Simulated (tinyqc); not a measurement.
Plane-wave Kohn-Sham cycle with exchange-only LDA in a layered model solid, step by step. Computed by tinyqc, a small Python program that keeps every step. Settings: points = 16, plane-wave index or count = 2, electrons = 2, k points = 3, area = 23.0, mixing = 0.1, iteration cap = 65, Kerker q0 = 0.57. Command: `OMP_NUM_THREADS=1 python tinyqc.py 24009 24010 out.jsonl` (the two numbers bound the seeds that draw the settings). One thread of a shared host (Intel(R) Xeon(R) Processor @ 2.60GHz), about 0.03 s of CPU time with the checks. Later iterations appear only in the table of the cycle.

## Iteration 1: potential

A solid whose potential varies along x alone (atomic units):
```
parameter                      value
period a                   13.500000
cross-section of the cell  23.000000
electrons per cell                 2
grid points                       16
plane waves -n..n, n               2
k points                           3
V1 in V1 cos(2 pi x/a)     -0.720000
```

density at the start, on the grid x_j = j a/N (e/bohr^3): [0.00644122, 0.00644122, 0.00644122, 0.00644122, 0.00644122, 0.00644122, 0.00644122, 0.00644122, 0.00644122, 0.00644122, 0.00644122, 0.00644122, 0.00644122, 0.00644122, 0.00644122, 0.00644122]

V_H(G) = 4 pi rho(G)/G^2 for G != 0 (uniform background); v_x = -(3 rho/pi)^(1/3); V = V_ext + V_H + v_x; Fourier components f(G_m) = (1/N) sum_j f(x_j) exp(-i G_m x_j).

Potentials on the grid (hartree):
```
x              V_ext       V_H        v_x          V
0.000000   -0.720000  0.000000  -0.183223  -0.903223
0.843750   -0.665193  0.000000  -0.183223  -0.848416
1.687500   -0.509117  0.000000  -0.183223  -0.692340
2.531250   -0.275532  0.000000  -0.183223  -0.458755
3.375000           0  0.000000  -0.183223  -0.183223
4.218750    0.275532  0.000000  -0.183223   0.092309
5.062500    0.509117  0.000000  -0.183223   0.325894
5.906250    0.665193  0.000000  -0.183223   0.481970
6.750000    0.720000  0.000000  -0.183223   0.536777
7.593750    0.665193  0.000000  -0.183223   0.481970
8.437500    0.509117  0.000000  -0.183223   0.325894
9.281250    0.275532  0.000000  -0.183223   0.092309
10.125000          0  0.000000  -0.183223  -0.183223
10.968750  -0.275532  0.000000  -0.183223  -0.458755
11.812500  -0.509117  0.000000  -0.183223  -0.692340
12.656250  -0.665193  0.000000  -0.183223  -0.848416
```

V(G_m), m = 0, 1, 2, ... (hartree): [-0.183223, -0.360000, 0.000000, 0.000000, 0.000000]

## Iteration 1: Hamiltonian at one k

k = 0.000000 2 pi / a

H(m,m') = (k + G_m)^2/2 delta + V(G_m - G_m'), with V(-G) = V(G).

H (hartree), order -2, -1, +0, +1, +2:
$$\begin{pmatrix}
0.250011 & -0.360000 & 0.000000 & 0.000000 & 0.000000 \\
-0.360000 & -0.074915 & -0.360000 & 0.000000 & 0.000000 \\
0.000000 & -0.360000 & -0.183223 & -0.360000 & 0.000000 \\
0.000000 & 0.000000 & -0.360000 & -0.074915 & -0.360000 \\
0.000000 & 0.000000 & 0.000000 & -0.360000 & 0.250011
\end{pmatrix}$$

## Iteration 1: levels at that k

Diagonalise the Hermitian matrix.

eigenvalues (hartree): [-0.706140, -0.307413, 0.087239, 0.482509, 0.610774]

## Iteration 1: new density

Motion across x is left out: the lowest 1 band(s) hold two electrons at each of the k points (j + 1/2)/nk - 1/2. Residual R = rho(out) - rho(in); rho(new) = rho(in) + 0.1 R, with R(G) scaled by G^2/(G^2 + 0.57^2) (Kerker). rho(out) = 2/(a A nk) sum |psi|^2 with psi = sum c exp(i G x). Harris energy E = band energy - dV sum rho (V_H/2 + v_x) + (3/4) dV sum rho v_x with rho(in), dV = a A/N, band energy = (2/nk) sum of the filled levels.

rho(out) (e/bohr^3): [0.02610419, 0.02164421, 0.01202955, 0.00408346, 0.00066494, 0.00003033, 0.00000471, 0.00000690, 0.00002721, 0.00000690, 0.00000471, 0.00003033, 0.00066494, 0.00408346, 0.01202955, 0.02164421]

density after iteration 1 (e/bohr^3): [0.00755618, 0.00723253, 0.00656965, 0.00610764, 0.00602905, 0.00613707, 0.00623525, 0.00628765, 0.00630571, 0.00628765, 0.00623525, 0.00613707, 0.00602905, 0.00610764, 0.00656965, 0.00723253]

energy per cell = -1.31758718 hartree

## Iteration 2: potential

As before.

Potentials on the grid (hartree):
```
x              V_ext        V_H        v_x          V
0.000000   -0.720000   0.032928  -0.193237  -0.880310
0.843750   -0.665193   0.028196  -0.190438  -0.827436
1.687500   -0.509117   0.016647  -0.184433  -0.676903
2.531250   -0.275532   0.003783  -0.180004  -0.451753
3.375000           0  -0.006399  -0.179228  -0.185628
4.218750    0.275532  -0.013032  -0.180292   0.082208
5.062500    0.509117  -0.016928  -0.181249   0.310940
5.906250    0.665193  -0.018947  -0.181755   0.464491
6.750000    0.720000  -0.019567  -0.181929   0.518504
7.593750    0.665193  -0.018947  -0.181755   0.464491
8.437500    0.509117  -0.016928  -0.181249   0.310940
9.281250    0.275532  -0.013032  -0.180292   0.082208
10.125000          0  -0.006399  -0.179228  -0.185628
10.968750  -0.275532   0.003783  -0.180004  -0.451753
11.812500  -0.509117   0.016647  -0.184433  -0.676903
12.656250  -0.665193   0.028196  -0.190438  -0.827436
```

V(G_m), m = 0, 1, 2, ... (hartree): [-0.183123, -0.349480, 0.001174, -0.000248, -0.000071]

## Iteration 2: Hamiltonian at one k

k = 0.000000 2 pi / a

As before.

H (hartree), order -2, -1, +0, +1, +2:
$$\begin{pmatrix}
0.250111 & -0.349480 & 0.001174 & -0.000248 & -0.000071 \\
-0.349480 & -0.074814 & -0.349480 & 0.001174 & -0.000248 \\
0.001174 & -0.349480 & -0.183123 & -0.349480 & 0.001174 \\
-0.000248 & 0.001174 & -0.349480 & -0.074814 & -0.349480 \\
-0.000071 & -0.000248 & 0.001174 & -0.349480 & 0.250111
\end{pmatrix}$$

## Iteration 2: levels at that k

As before.

eigenvalues (hartree): [-0.687354, -0.298338, 0.084813, 0.472532, 0.595817]

## Iteration 2: new density

As before.

rho(out) (e/bohr^3): [0.02598453, 0.02157757, 0.01205697, 0.00414598, 0.00069895, 0.00003461, 0.00000375, 0.00000673, 0.00002593, 0.00000673, 0.00000375, 0.00003461, 0.00069895, 0.00414598, 0.01205697, 0.02157757]

density after iteration 2 (e/bohr^3): [0.00859207, 0.00797389, 0.00670428, 0.00581132, 0.00564836, 0.00584690, 0.00603258, 0.00613278, 0.00616729, 0.00613278, 0.00603258, 0.00584690, 0.00564836, 0.00581132, 0.00670428, 0.00797389]

energy per cell = -1.28114775 hartree

## Convergence

Stop when sqrt(dV sum R^2) is below 1e-8, dV = a A/N.

Course of the cycle:
```
iteration  E (hartree)  norm of the residual
1          -1.31758718              1.57e-01
2          -1.28114775              1.49e-01
3          -1.24736651              1.41e-01
4          -1.21620963              1.34e-01
5          -1.18757182              1.27e-01
6          -1.16131373              1.20e-01
7          -1.13728163              1.14e-01
8          -1.11531827              1.08e-01
9          -1.09526891              1.03e-01
10         -1.07698469              9.75e-02
11         -1.06032442              9.26e-02
...                ...                   ...
55         -0.90201747              1.07e-02
56         -0.90189115              1.02e-02
57         -0.90178033              9.77e-03
58         -0.90168331              9.31e-03
59         -0.90159854              8.87e-03
60         -0.90152467              8.45e-03
61         -0.90146044              8.06e-03
62         -0.90140478              7.68e-03
63         -0.90135668              7.32e-03
64         -0.90131527              6.97e-03
65         -0.90127977              6.65e-03
```

Not converged within 65 iterations: the residual falls steadily but slowly, by a factor of about 0.95 a step. Reruns (cap 100 unless said): mixing 0.5, Kerker q0 1.0: not converged; mixing 0.3, Pulay depth 5: converged in 12 (E = -0.90120); the original settings with a cap of 400: converged in 345 (E = -0.90120).
